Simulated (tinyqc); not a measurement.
Valley-orbit splitting of a donor ground state, with strain: one step, computed by the program tinyqc.

The basis is the 1s envelope in each valley; energies are counted from the unstrained conduction-band edge. The strain is e_s (a a^T - 1/3) for the unit stress axis a, so valley j along n_j moves by Xi_u e_s w_j with w_j = (n_j.a)^2 - 1/3: +1/6 for x and y, -1/3 for z. The splitting at the zone boundary that a [110] shear adds for <100> valleys is left out.

Problem. Populations and ionisation. H_jj = -(E_0 + Lambda) + Xi_u e_s w_j; H_jk = -Delta_2 between opposite valleys and -Delta_1 between perpendicular ones. z = sum over levels of exp(-(E - E_ground)/k_B T), the ground-state share being 1/z; N_c = 2 (2 pi m_e k_B T/h^2)^(3/2) sum_j exp(-(shift_j - lowest shift)/k_B T); n1 = N_c/(2 z) exp(-binding/k_B T), binding = lowest shift - E_ground; without compensation n = 2 N_D/(1 + sqrt(1 + 4 N_D/n1)) (Boltzmann statistics; p and higher states left out).

Inputs (values chosen for the exercise, modelled on donors in silicon):
```
quantity                                    value   unit
single-valley binding energy E_0             31.7    meV
central-cell shift Lambda                    4.01    meV
coupling Delta_1                              2.2    meV
coupling Delta_2                             1.55    meV
shear deformation potential Xi_u              8.3     eV
shear strain e_s                          0.00048      -
temperature T                                 200      K
donor density N_D                         3.3e+17  cm^-3
density-of-states mass of one valley m_e     0.32    m_0
```

Valleys: six along <100>. Stress axis: [110].

Constants: k_B = 8.617333262e-05 eV/K; m_0 = 9.1093837015e-31 kg; k_B = 1.380649e-23 J/K; h = 6.62607015e-34 J s.

Give: partition sum z; share of neutral donors in the ground state; N_c; n1; free electrons n.

Solution.

partition sum z = 3.4250

share of neutral donors in the ground state = 0.29197

N_c = 1.3756e+19 cm^-3

n1 = 1.4923e+17 cm^-3

free electrons n = 1.5951e+17 cm^-3

Caution: k_B T exceeds a third of E_0, so the p and higher states, left out, hold part of the bound electrons. Caution: at this donor density neighbouring orbits begin to overlap and the depth shrinks, which a fixed level leaves out.
